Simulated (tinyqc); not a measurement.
Debye-Callaway model of lattice thermal conductivity: one step, computed by the program tinyqc. Command: `OMP_NUM_THREADS=1 python tinyqc.py 3029886 3029887 out.jsonl callaway walk`. One thread of a shared host (Intel(R) Xeon(R) Processor @ 2.30GHz), about 0.01 s of CPU time with the checks.

Three acoustic branches with one velocity v, cut at omega_D = k_B Theta/hbar; x = hbar omega/(k_B T). v and Theta are separate inputs: Theta cuts off the heat-carrying modes, so C need not reach 3 k_B/V. gamma is an effective value that sets the umklapp rate. Heat flows along the wire.

Question. Scattering rates at one frequency. Rates: point defects A omega^4; umklapp B omega^2 T exp(-Theta/(b T)) with B = hbar gamma^2/(M v^2 Theta). Boundaries: v/Lambda_B with Lambda_B = D (1 + p)/(1 - p). The resistive time is tau_R = 1/(boundary + point-defect + umklapp rates), and the free path is v tau_R.

Inputs (values chosen for the exercise, modelled on magnesium oxide):

| quantity | value | unit |
|---|---|---|
| sound velocity v | 6730 | m/s |
| Debye temperature Theta | 742 | K |
| mean atomic mass M | 20.15 | u |
| effective Grueneisen parameter gamma | 3.68 | - |
| umklapp exponent divisor b | 3 | - |
| wire diameter D | 0.63 | micrometre |
| specularity p | 0.2 | - |
| temperature T | 600 | K |
| probe frequency omega/omega_D | 0.6 | - |

Sample: wire. Point defects: isotopes. Normal processes: left out.

Rayleigh coefficient A = 1.316696e-45 s^3

Constants: k_B = 1.380649e-23 J/K; hbar = 1.054571817e-34 J s; u = 1.6605390666e-27 kg.

Give: omega; Rates; tau_R; free path.

Answer.

omega = 5.8286e+13 rad/s

Rates:

| process | rate (1/s) | rate x tau_R |
|---|---|---|
| boundaries | 7.1217e+09 | 0.0041011 |
| point defects | 1.5196e+10 | 0.0087509 |
| umklapp | 1.7142e+12 | 0.98715 |

tau_R = 5.7586e-13 s

free path = 3.8756 nm

The strongest resistive process at this frequency: umklapp, 99 % of the resistive rate.
